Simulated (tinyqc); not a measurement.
# Elastic trap-assisted tunnelling through a dielectric: current against voltage

Emitter at x = 0 (Fermi level 0), collector at x = t (Fermi level -V), band edge U(x) = phi - F x, F = V/t. A trap at x has the energy E = U(x) - Et. With G(u) = (4/(3 F)) sqrt(mo/C) max(u, 0)^1.5, C = hbar^2/(2 m0): S1 = G(phi - E) - G(Et), S2 = G(Et) - G(phi - V - E), T1,2 = exp(-S1,2). The steady rate through one trap is nu T1 T2 (f1 - f2)/(T1 + T2), f1 = f(E), f2 = f(E + V), f(y) = 1/(1 + exp(y/Vt)); both contacts offer states at E.

J = q Nt times the integral of the rate over x. Direct S = (4/(3 F)) sqrt(mo/C) [phi^1.5 - max(phi - V, 0)^1.5].

Inputs (values chosen for the exercise); dielectric values close to those of silicon dioxide: temperature T = 350 K; barrier above the emitter Fermi level phi = 3.1 eV; tunnelling mass mo = 0.48 m0; thickness t = 6.9 nm; trap depth below the band edge of the dielectric Et = 2.51 eV; trap density Nt = 6.1e18 cm^-3; attempt frequency nu = 1e14 1/s.

Constants: q = 1.602176634e-19 C, kB = 1.380649e-23 J/K, hbar = 1.054571817e-34 J s, m0 = 9.1093837015e-31 kg, Vt = kB T/q, hbar^2/(2 m0) = 0.0380998212 eV nm^2. Results are converted to the units shown.

Result of one run:
```
V (V)  J (A/cm^2)  x of the peak over t  larger S there  direct S
4.89      3.57e-5                 0.189            26.6      36.4
```

What becomes of these results when the voltage V is changed from 4.89 to 4.23 V, all else the same?

Result of the changed run:
```
V (V)  J (A/cm^2)  x of the peak over t  larger S there  direct S
4.23      6.56e-7                 0.225            30.7      42.1
```

The whole series:
```
V (V)  J (A/cm^2)  x of the peak over t  larger S there  direct S
0.3      8.54e-18                 0.494            38.9      84.1
0.96     3.31e-13                 0.480            38.9      79.2
1.61     4.03e-11                 0.457            38.2      73.8
2.27     9.47e-11                 0.437            37.6      67.6
2.92     3.42e-10                 0.414            36.5      60.2
3.58      4.50e-9                 0.383            34.8      49.8
4.23      6.56e-7                 0.225            30.7      42.1
4.89      3.57e-5                 0.189            26.6      36.4
5.54      7.11e-4                 0.163            23.4      32.2
6.2       0.00770                 0.143            20.9      28.7
```

J rises from 8.54e-18 to 0.00770 A/cm^2, by 6.95 decades a volt between the first two rows and 1.57 between the last two. The position of the peak falls from 0.494 to 0.143 of t; only traps beyond x/t = (phi - Et)/V lie below the emitter Fermi level, with phi - Et = 0.590 eV. It jumps from 0.383 to 0.225 between V = 3.58 and 4.23 V.

Range of the model: Phonon-assisted (inelastic) capture, chains of traps and a spread of trap depths are left out.

Computed by the program tinyqc: `OMP_NUM_THREADS=1 python tinyqc.py 2370023 2370024 out.jsonl`, one thread of a shared Intel Xeon 2.30GHz, about 0.05 s for the whole run.
